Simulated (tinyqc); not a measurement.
Comparisons within one model: interface roughness in a thin film (subband fluctuation and scattering). A value that a table varies takes the place of the one given here.

Square well of width t, barriers V0, c = hbar^2/2m0: E1 solves k t + 2 atan[(k/mz)/(kappa/mb)] = pi, k = sqrt(mz E/c), kappa = sqrt(mb (V0 - E)/c). One interface is rough, so the subband edge fluctuates by G dt with G = |dE1/dt| (central difference of 0.01 angstrom; 2 E1/t for hard walls).

Gaussian roughness spectrum S(q) = pi D^2 Lc^2 exp(-q^2 Lc^2/4). Degenerate gas, taken to fill one subband (the second starts to fill once c kF^2/md exceeds E2 - E1, which is not tested here): kF = sqrt(2 pi Ns/gv), q = 2 kF sin(theta/2), 1/tau = (md/(2 pi c hbar)) G^2 times the integral from 0 to pi of S(q)(1 - cos theta)/eps(q)^2 dtheta, eps(q) = 1 + qs/q with screening (qs = gv md q0/(c eps), q0 = e^2/(4 pi eps0), form factors left out, which overstates the screening; other scattering is left out too, so these values lie far above measured mobilities in all but the thinnest films) or 1 without; mobility = tau c2/md with c2 = e/m0 = 1.75882e15 cm^2/(V s^2); 1e12/cm^2 = 1e-4/angstrom^2.

Constants: hbar^2/2m0 = 3.80998211 eV angstrom^2; hbar = 6.58211957e-16 eV s; e^2/(4 pi eps0) = 14.39964547 eV angstrom.

Inputs chosen for the exercise (near those of a thin Si channel on (100), two-fold valleys; the results hold for these values, not for the real material):
```
symbol  value                         unit         meaning
mz      0.927                         m0           confinement mass
V0      3.11                          eV           barrier
mb      0.52                          m0           barrier mass
md      0.19                          m0           mass in the plane
gv      2                                          valleys
D       3                             angstrom     rms height of the roughness
Lc      18                            angstrom     correlation length
Ns      1.5                           x 1e12/cm^2  sheet density
eps     7.9                                        mean dielectric constant at the channel
ts      (19, 24, 29, 34, 42, 54, 71)  angstrom     thicknesses
t       34                            angstrom     film thickness
Ll      (4, 8, 14, 22, 35, 55, 90)    angstrom     correlation lengths
```

## The sixth-power law

Screened mobility against thickness for the finite barrier and for hard walls.

Results:
```
t (angstrom)  E1 (meV)  G (meV/angstrom)  mobility (cm^2/(V s))  the same, hard walls
19                94.3             9.081               1.27e+04              7.46e+03
24                61.3             4.757               4.61e+04              3.03e+04
29                43.0             2.794               1.34e+05              9.43e+04
34                31.8             1.778               3.30e+05              2.45e+05
42                21.2             0.970               1.11e+06              8.71e+05
54                13.1             0.469               4.75e+06              3.93e+06
71                 7.7             0.211               2.35e+07              2.03e+07
```

With hard walls G goes as 1/t^3 and the mobility as t^6. With the finite barrier the local exponent is 5.53 at the thin end and 5.84 at the thick end, since the envelope leaks out and softens the dependence. The least value is 1.27e+04 cm^2/(V s). The gate field, which also presses carriers to the interface, is left out. Below about 20 angstrom the effective-mass picture is itself doubtful. Up to t = 34 angstrom G D exceeds half of EF - E1, where the Born rate fails.

## Correlation length

Fixed D; bare and screened mobility.

Results:
```
Lc (angstrom)  kF Lc  bare mobility (cm^2/(V s))  screened mobility (cm^2/(V s))
4               0.09                    1.72e+05                        5.93e+06
8               0.17                    4.37e+04                        1.51e+06
14              0.30                    1.49e+04                        5.19e+05
22              0.48                    6.69e+03                        2.35e+05
35              0.76                    3.40e+03                        1.23e+05
55              1.19                    2.45e+03                        9.67e+04
90              1.95                    3.34e+03                        1.87e+05
```

The bare mobility is lowest at Lc = 55 angstrom of those listed (kF Lc = 1.19). The screened mobility is lowest at Lc = 55 angstrom of those listed (kF Lc = 1.19). Short roughness averages out (mobility as 1/Lc^2; the first two rows give exponent -1.98), and long roughness deflects only by small angles (bare mobility rising as Lc; the last two rows give 0.63).

## What each parameter does

G, G D, and the screened mobility. Each row changes one parameter from the base and keeps the others.

Results:
```
case                  G (meV/angstrom)  G D (meV)  mobility (cm^2/(V s))
base                             1.778       5.34              3.301e+05
t = 30 angstrom                  2.539       7.62              1.620e+05
D = 3.9 angstrom                 1.778       6.94              1.953e+05
Lc = 26 angstrom                 1.778       5.34              1.811e+05
Ns = 2.4 x 1e12/cm^2             1.778       5.34              2.434e+05
mz = 1.066 m0                    1.576       4.73              4.202e+05
md = 0.218 m0                    1.778       5.34              3.153e+05
V0 = 2.18 eV                     1.728       5.19              3.494e+05
eps = 9.5                        1.778       5.34              2.448e+05
```

The largest shifts from the base row, up to three for each result and ties (the steps differ in size, so this ranks the rows, not the parameters). G (meV/angstrom): t +0.760, mz -0.202, V0 -0.050; unchanged at the printed digits by D, Lc, Ns, md and eps. G D (meV): t +2.28, D +1.60, mz -0.61; unchanged at the printed digits by Lc, Ns, md and eps. mobility (cm^2/(V s)): t -1.68e+05, Lc -1.49e+05, D -1.35e+05. In the base case G D is 0.56 times EF - E1 = 9.4 meV.

tinyqc: `OMP_NUM_THREADS=1 python tinyqc.py 1281818 1281819 out.jsonl`; about 0.01 s, one thread, shared Intel(R) Xeon(R) Processor @ 2.30GHz.
